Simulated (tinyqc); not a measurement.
# Drifting, spreading and decaying minority pulse (Haynes-Shockley), Crank-Nicolson time steps, step by step

Numbers from tinyqc (`OMP_NUM_THREADS=1 python tinyqc.py 2310118 2310119 out.jsonl`; about 0.01 s on one thread of a shared Intel Xeon 2.30GHz). Printed values are rounded.

Low injection in a uniform field: dn/dt = D d2n/dx2 - v dn/dx - n/tau with D = mu Vt and v = mu F towards +x. Exact solution on an infinite bar for a Gaussian start at x0: n = N0 exp(-t/tau) exp(-(x - x0 - v t)^2/(2 s^2))/sqrt(2 pi s^2), s^2 = s0^2 + 2 D t.

Inputs (values chosen for the exercise); mobility that of a made-up semiconductor: temperature T = 250 K; minority-carrier mobility mu = 429 cm^2/(V s); sweep field along the drift F = 2.5 V/cm; mesh step hx = 190 um; lifetime tau = 7.4e-5 s; injected sheet density N0 = 5e9 cm^-2; time step dt = 1.5e-5 s; initial width (standard deviation) s0 = 230 um.

Constants: q = 1.602176634e-19 C, kB = 1.380649e-23 J/K, Vt = kB T/q. Results are converted to the units shown.

## Coefficients of the scheme

Exponentially fitted fluxes: d = F hx/Vt, B(d) = d/(exp(d) - 1), k = D dt/hx^2; (L n)_i = a n_(i-1) + b n_i + c n_(i+1) with a = k B(-d), c = k B(d), b = -a - c - dt/tau. Explicit steps keep n positive for dt up to 1/[(D/hx^2)(B(d) + B(-d)) + 1/tau].

D = 9.242090 cm^2/s
v = 1072.500 cm/s
d = 2.204858
a = 0.9516447
b = -1.259282
c = 0.1049342
positivity limit of dt = 1.191155e-5 s

dt is 1.3 times the explicit limit. On this mesh the fitted flux acts like a diffusion coefficient (d/2) coth(d/2) D = 1.38 D for a travelling pulse, before the error of the time steps.

## Initial pulse

Nodes x_i = i hx, i = 1 to 12, n = 0 at nodes 0 and 13; the Gaussian at t = 0 with x0 = 4 hx.

n at t = 0, node 1 to 12 (in units of 1e10 cm^-3): 0.402237  2.215185  6.165477  8.672658  6.165477  2.215185  0.402237  0.036913  0.001712  0.000040  0.000000  0.000000

## Step 1: densities after a time step

(L n)_i = a n_(i-1) + b n_i + c n_(i+1), n = 0 beyond the ends. Crank-Nicolson step: solve n(new) - L n(new)/2 = n + L n/2.

n at t = 1 dt, node 1 to 12 (in units of 1e10 cm^-3): 0.193805  0.965102  2.768611  4.957755  5.581372  4.008435  1.932216  0.697036  0.216763  0.064411  0.018997  0.005547

## Step 2: densities after a time step

As before.

n at t = 2 dt, node 1 to 12 (in units of 1e10 cm^-3): 0.089035  0.432291  1.280826  2.608812  3.728523  3.781195  2.786411  1.566368  0.721631  0.292785  0.110044  0.038938

## Step 3: densities after a time step

As before.

n at t = 3 dt, node 1 to 12 (in units of 1e10 cm^-3): 0.040484  0.196669  0.601661  1.333712  2.209367  2.768449  2.660745  2.009548  1.238523  0.652273  0.306400  0.130442

## Course in time

The same steps, now on nodes 1 to 60 (n = 0 at nodes 0 and 61), for 24 steps; centre = sum x n/sum n. Deviations are from the exact pulse, as a share of its largest value on the nodes; a run counts as stable if they stay under 100 %.

Course of the iteration:
```
step  hx sum n (cm^-2)  centre (um)  most negative n (cm^-3), 0 if none  largest deviation (% of the peak)
1           4.068365e9     924.8040                                   0                               4.39
2           3.317026e9     1088.132                                   0                               6.38
3           2.705358e9     1251.186                                   0                               7.31
4           2.206906e9     1414.055                                   0                               8.30
5           1.800484e9     1576.803                                   0                               9.03
6           1.468994e9     1739.475                                   0                               9.48
7           1.198576e9     1902.098                                   0                               9.74
8           9.779547e8     2064.692                                   0                               9.87
9           7.979517e8     2227.268                                   0                               10.1
...                ...          ...                                 ...                                ...
16          1.921394e8     3365.129                                   0                               11.5
17          1.567763e8     3527.675                                   0                               11.7
18          1.279217e8     3690.220                                   0                               11.7
19          1.043779e8     3852.765                                   0                               11.7
20          8.516721e7     4015.309                                   0                               11.8
21          6.949226e7     4177.854                                   0                               12.0
22          5.670227e7     4340.399                                   0                               12.2
23          4.626627e7     4502.944                                   0                               12.3
24          3.775100e7     4665.488                                   0                               12.4
```

The run is stable. After 24 steps the deviation is 12 % of the peak. From step 1 to the last the centre has moved at 1.01 v and the content is 2.1 % below N0 exp(-t/tau). On an endless mesh these steps would give a speed of 1.01 v and a content of 0.983 times the exact one, from dt/tau = 0.203 alone; the rest comes from the absorbing ends.
